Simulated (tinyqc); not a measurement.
Conductivity against temperature: Debye-Callaway model of lattice thermal conductivity. Computed by tinyqc, a small Python program. Command: `OMP_NUM_THREADS=1 python tinyqc.py 3022093 3022094 out.jsonl callaway walk`. One thread of a shared host (Intel(R) Xeon(R) Processor @ 2.30GHz), about 0.01 s of CPU time with the checks.

Three acoustic branches with one velocity v, cut at omega_D = k_B Theta/hbar; x = hbar omega/(k_B T). v and Theta are separate inputs: Theta cuts off the heat-carrying modes, so C need not reach 3 k_B/V. gamma is an effective value that sets the umklapp rate. Heat flows along the film.

Inputs (values chosen for the exercise, modelled on gallium arsenide):
```
quantity                                value        unit
sound velocity v                         3680         m/s
Debye temperature Theta                   344           K
volume per atom V                        22.6  angstrom^3
mean atomic mass M                       72.3           u
effective Grueneisen parameter gamma     2.07           -
umklapp exponent divisor b                  3           -
vacancy fraction n_v                  1.9e-05           -
film thickness t                          1.6  micrometre
specularity p                             0.6           -
```

Sample: film. Point defects: vacancies. Normal processes: left out.

Constants: k_B = 1.380649e-23 J/K; hbar = 1.054571817e-34 J s; u = 1.6605390666e-27 kg.

Method:
- A vacancy counts as a mass defect Delta M/M = -3 (the missing mass and twice its bonds), so Gamma = 9 n_v. A = V Gamma/(4 pi v^3).
- Rates: point defects A omega^4; umklapp B omega^2 T exp(-Theta/(b T)) with B = hbar gamma^2/(M v^2 Theta). Film: the bulk time tau of each mode, from the resistive rates above, is multiplied by the Fuchs-Sondheimer factor F = (3/2) int_0^1 (1 - u^2) [1 - (1 - p) (u/d) (1 - E)/(1 - p E)] du, with E = exp(-d/u), d = t/(v tau), by 48 Gauss-Legendre points in z with u = z^4; the boundary rate is defined as 1/(F tau) - 1/tau.
- kappa_1 = c int tau_C g dx, g = x^4 e^x/(e^x - 1)^2, c = (k_B/(2 pi^2 v)) (k_B T/hbar)^3, over 0 < x < min(Theta/T, 40), by 96 Gauss-Legendre points in s with x = x_max s^2; tau_C = tau_R, the inverse of the summed rates, and kappa = kappa_1.

Rayleigh coefficient A = 6.17094e-45 s^3

Kappa (W/(m K)):
```
T (K)  all processes  without point defects
21            282.91                 577.10
34            423.33                 716.39
58            345.07                 454.20
100           189.98                 214.48
170           95.586                 100.95
280           50.397                 51.789
450           28.325                 28.749
```

What does the comparison show, and why?

kappa peaks among these rows at 34 K (T/Theta = 0.099) with 423 W/(m K). The exponent d ln kappa/d ln T is 0.84 at the cold end and -1.21 at the hot end, near the 1/T law of umklapp scattering, which rules there. Point defects cost most at 21 K, a factor 2.04.

Extremes, crossings and ranges named in words are read from the listed rows.
